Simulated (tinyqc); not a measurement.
Worked calculation: inversion-layer mobility, back-scattering and ballistic limit of a field-effect transistor. Computed by tinyqc, a small Python program that keeps every step. Command: `OMP_NUM_THREADS=1 python tinyqc.py 3015125 3015126 out.jsonl mos walk`. One thread of a shared host (Intel(R) Xeon(R) Processor @ 2.30GHz), about 0.01 s of CPU time with the checks. Intermediate numbers are printed to about 7 digits and carried at full precision; extremes and crossings named in words are read from the listed rows.

The charge at the top of the source barrier is fixed by the gate; series resistance and short-channel effects are left out. F_j are Fermi integrals normalised to exp(eta) in the classical limit.

Inputs (values chosen for the exercise, modelled on a silicon n-channel): transport mass m = 0.19 m_0; valley degeneracy g_v = 2; weight w of the inversion charge = 0.5; permittivity eps = 11.7; phonon mobility at 1 MV/cm and 300 K, mu_ph = 360 cm^2/(V s); roughness mobility at 1 MV/cm, mu_sr = 1600 cm^2/(V s); Coulomb mobility at N_inv = 1e12/cm^2, mu_C = 560 cm^2/(V s); electrical oxide thickness t_inv = 3.7 nm; depletion charge N_dep = 1.5e+12 1/cm^2; gate overdrive V_G - V_T = 0.47 V; drain voltage V_D = 0.65 V; channel length L = 9.2 nm; exponent a of the critical length = 0.67; temperature T = 77 K.

Statistics at the top of the barrier: Fermi-Dirac.

Constants: eps_0 = 8.8541878128e-12 F/m; e = 1.602176634e-19 C; m_0 = 9.1093837015e-31 kg; k_B = 1.380649e-23 J/K; hbar = 1.054571817e-34 J s; k_B = 8.617333262e-05 eV/K.

## Charge and field

N_inv = 3.9 eps_0 (V_G - V_T)/(e t_inv); effective field E_eff = e (N_dep + w N_inv)/(eps eps_0).

inversion density N_inv = 2.737783e+12 1/cm^2

effective field E_eff = 0.4437005 MV/cm

## Effective mobility

mu_phonon = mu_ph (E_eff/1 MV/cm)^(-0.3) (T/300 K)^(-1.75); mu_rough = mu_sr (E_eff/1 MV/cm)^(-2); mu_Coulomb = mu_C (N_inv/1e12 cm^-2) (T/300 K); Matthiessen's rule adds 1/mu.

phonon part = 4963.396 cm^2/(V s)

roughness part = 8127.184 cm^2/(V s)

Coulomb part = 393.5107 cm^2/(V s)

effective mobility mu = 348.9493 cm^2/(V s)

The Coulomb part is the lowest and holds 89 % of 1/mu.

## Ballistic limit

F_j(eta) = (1/Gamma(j + 1)) int_0^infinity x^j/(1 + exp(x - eta)) dx, F_0 = ln(1 + exp(eta)). Integrals over x = E/(k_B T) use 160 Gauss-Legendre points in u = sqrt(x) from 0 to sqrt(max(eta, 0) + 32). Ballistic channel: N_2D = g_v m k_B T/(pi hbar^2), U = e V_D/(k_B T); eta_F solves N_inv = (N_2D/2)[F_0(eta_F) + F_0(eta_F - U)]; v_T = sqrt(2 k_B T/(pi m)); I/W = e (N_2D/2) v_T [F_1/2(eta_F) - F_1/2(eta_F - U)]; injection velocity v_T F_1/2(eta_F)/F_0(eta_F).

N_2D = 1.053281e+12 1/cm^2

eta_F = 5.193040

thermal velocity v_T = 0.6253250 1e7 cm/s

injection velocity = 1.121871 1e7 cm/s

ballistic current I/W = 492.0987 microampere/micrometre

Degeneracy raises the injection velocity by a factor 1.79.

## Back-scattering

Mean free path lambda = (2 k_B T/e)(mu/v_T) F_0(eta_0)/F_-1/2(eta_0), with eta_0 from N_inv = N_2D F_0(eta_0); critical length l = L (1 + U)^(-a), an empirical rule; back-scattering r = l/(l + lambda). Then eta solves N_inv = (N_2D/2)[(1 + r) F_0(eta) + (1 - r) F_0(eta - U)] and I/W = e (N_2D/2) v_T (1 - r)[F_1/2(eta) - F_1/2(eta - U)]. Ballistic ratio: I over the ballistic current. Apparent mobility 1/(1/mu + 1/mu_B), mu_B = mu L/lambda.

eta_0 = 2.522056

mean free path lambda = 11.49264 nm

critical length l = 0.4234764 nm

back-scattering coefficient r = 0.03553813

current I/W = 451.7704 microampere/micrometre

ballistic ratio = 0.9180482

apparent low-field mobility = 155.1438 cm^2/(V s)

L/lambda = 0.80, but at this drain voltage only the first 0.423 nm can return a carrier to the source, so the device works at 92 % of its ballistic limit. Caution: in a degenerate gas the layer that can return carriers is set by E_F rather than k_B T, so l is underestimated.

## Channel length

The last column is the long-channel law e N_inv mu V/L with V = V_D - V_D^2/(2 V_ov) below pinch-off and V_ov/2 above, V_ov = V_G - V_T.

Currents (microampere/micrometre):
```
L (nm)          r       I/W  ballistic ratio  long-channel law
5       0.0196327  469.3601        0.9537926          7193.988
10      0.0385094  448.5633        0.9115311          3596.994
20      0.0741628  411.8978        0.8370226          1798.497
40      0.1380849  353.6536        0.7186639           899.248
80      0.2426618  275.0506        0.5589338           449.624
160     0.3905517  189.7245        0.3855415           224.812
400     0.6156907   97.7487        0.1986364            89.925
1000    0.8002068   44.0487        0.0895119            35.970
```

The current scales as L^-0.87 at the long end and as L^-0.07 at the short end, where it reaches 95 % of the ballistic 492. The long-channel law passes the ballistic limit between 40.0 and 80.0 nm and has no meaning below. At 1000 nm the model gives 1.22 times the long-channel law; the rule for l is a fit for short devices and fails wherever the model exceeds that law. Raising mu by 10 % at 20 nm raises I by 1.5 %.

## The mobility curve

The formulas are those given above.

Mobilities (cm^2/(V s)):
```
V_G - V_T (V)  N_inv (1/cm^2)  E_eff (MV/cm)    phonon  roughness   Coulomb     total
0.03             1.747521e+11      0.2455023  5927.741   26546.59    25.118   24.9882
0.06             3.495043e+11      0.2590158  5833.216   23848.84    50.235   49.7027
0.12             6.990085e+11      0.2860429  5662.088   19554.99   100.471   98.2232
0.20             1.165014e+12      0.3220789  5464.082   15423.94   167.451  160.7787
0.35             2.038775e+12      0.3896465  5160.653   10538.49   293.040  270.1849
0.50             2.912535e+12      0.4572140  4918.923    7653.87   418.628  367.2821
0.75             4.368803e+12      0.5698267  4604.507    4927.59   627.943  496.8649
1.00             5.825071e+12      0.6824393  4362.011    3435.52   837.257  583.1904
1.50             8.737606e+12      0.9076645  4004.316    1942.09  1255.885  640.6598
```

The lowest part is Coulomb from 0.0300 to 1.50 V. The total rises over the whole table.

Checks made by the program: long channel and small V_D against the drift formula e N mu V_D/L (relative difference 8e-04).
